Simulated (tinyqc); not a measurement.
## Lifetime from the storage time

Problem. In the charge-control model of a long diode dQ/dt = -Ir - Q/tau after the current is switched from If to -Ir, with Q(0) = If tau; the storage time ends at Q = 0. Find tau, the stored charge and the share of it that leaves through the terminals.

forward and reverse current (mA): 1.3  1.8
storage time = 2283.1849 ns

Solution. Integrating gives ts = tau ln(1 + If/Ir). The extracted charge is Ir ts; the rest recombines.

tau = 4200 ns
stored charge = 5.460 nC
share extracted = 75.27 %

tinyqc, about 0.01 s, one thread, Intel Xeon 2.30GHz (shared host): `OMP_NUM_THREADS=1 python tinyqc.py 2230037 2230038 out.jsonl`
